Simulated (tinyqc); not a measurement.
Impurity band of shallow donors (Hubbard estimate): sweeps and comparisons. A value that a table varies takes the place of the one given here.

Constants: e^2/(4 pi eps0) = 14.39964547 eV angstrom.

Parameters, chosen for this exercise (near those of two donors in GaN; not measured data):
```
symbol  value                                         unit         meaning
a       25.4                                          angstrom     orbital radius
eps     9.6                                                        dielectric constant
Ns      (0.012, 0.031, 0.074, 0.18, 0.43, 0.92, 1.8)  x 1e18/cm^3  donor densities
R       113                                           angstrom     separation
```

## From lone donors to an impurity band

Donors on a simple cubic lattice of spacing R = N^(-1/3) (1/angstrom^3 = 1e24/cm^3), Ha* = q/(eps a), q = e^2/(4 pi eps0), x = R/a. Hopping t = Ha* (1 + x) exp(-x), band width B = 12 t, on-site repulsion U = (5/8) Ha*; the gap closes near B/U = 1.15. Valley factors and disorder are left out.

Results:
```
N (1e18/cm^3)  R (angstrom)  N^(1/3) a   t (meV)   B (meV)       B/U
0.012                 436.8      0.058  3.66e-05  0.000439  1.19e-05
0.031                 318.3      0.080   0.00288    0.0346  0.000937
0.074                 238.2      0.107    0.0518     0.622    0.0169
0.18                  177.1      0.143     0.441      5.29     0.143
0.43                  132.5      0.192      1.99      23.9     0.648
0.92                  102.8      0.247      5.20      62.5      1.69
1.8                    82.2      0.309      9.83       118      3.20
```

B/U passes 1.15 between 0.43 and 0.92 x 1e18/cm^3; the root is x = 4.52, N^(1/3) a = 0.221, N = 0.66 x 1e18/cm^3, below the 1.1 that the empirical rule N^(1/3) a = 0.26 gives; the estimate is rough, since random positions, the overlap of the orbitals and screening are left out. While N grows by 150 times, t grows by 2.69e+05 times.

## What each parameter does (pair of shallow donors (hydrogen-like orbitals))

Each donor has the orbital exp(-r/a); energy unit Ha* = q/(eps a), q = e^2/(4 pi eps0), so that a lone donor is bound by Ha*/2; x = R/a. One electron: S = (1 + x + x^2/3) exp(-x), j = 1/x - (1 + 1/x) exp(-2x), k = (1 + x) exp(-x); levels E(+/-) = -1/2 - (j +/- k)/(1 +/- S) in Ha*, without the repulsion of the ions, split by D = |E(-) - E(+)|.

Two electrons, Heitler-London: with S' = (1 - x + x^2/3) exp(x), C = 1/x - exp(-2x)(1/x + 11/8 + 3x/4 + x^2/6), X = (1/5){exp(-2x)(25/8 - 23x/4 - 3x^2 - x^3/3) + (6/x)[S^2 (0.5772157 + ln x) + S'^2 Ei(-4x) - 2 S S' Ei(-2x)]}, Q = C - 2j + 1/x and A = X - 2 S k + S^2/x, the singlet and triplet lie at (Q +/- w A)/(1 +/- w S^2) from two lone donors, with the valley weight w = 1 (one valley); the exchange is J = triplet - singlet.

x, D = |E(-) - E(+)| and J. Each row changes one parameter from the base and keeps the others.

Results:
```
case                   x  D (meV)  J (micro-eV)
base               4.449    3.865           611
a = 22.9 angstrom  4.934    2.940           323
eps = 10.6         4.449    3.500           553
R = 130 angstrom   5.118    2.293           218
```

The largest shifts from the base row, up to three for each result and ties (the steps differ in size, so this ranks the rows, not the parameters). x: R +0.669, a +0.486; unchanged at the printed digits by eps. D (meV): R -1.57, a -0.925, eps -0.365. J (micro-eV): R -393, a -288, eps -57.6.

tinyqc: `OMP_NUM_THREADS=1 python tinyqc.py 1251864 1251865 out.jsonl`; about 0.01 s, one thread, shared Intel(R) Xeon(R) Processor @ 2.30GHz.
